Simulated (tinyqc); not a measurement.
# Core-level spacing from the offsets

Problem. For an overlayer B on a substrate A, dEv = (iB - iA) - (cB - vB) + (cA - vA) in binding energies, and dEc + dEv = EgB - EgA. Find dEv and the spacing iB - iA that a thin film must show.

Inputs (values chosen for the exercise): gap of the substrate A EgA = 0.74 eV; gap of the overlayer B EgB = 9.15 eV.

dEc = 3.85 eV
cA - vA = 37.31 eV
cB - vB = 100.03000 eV

Answer. The gaps give dEv, and the Kraut relation is solved for the spacing.

dEv = 4.5600 eV
iB - iA = 67.280 eV

Program tinyqc, `OMP_NUM_THREADS=1 python tinyqc.py 2410106 2410107 out.jsonl`; Intel Xeon 2.30GHz, shared host, one thread, about 0.01 s.
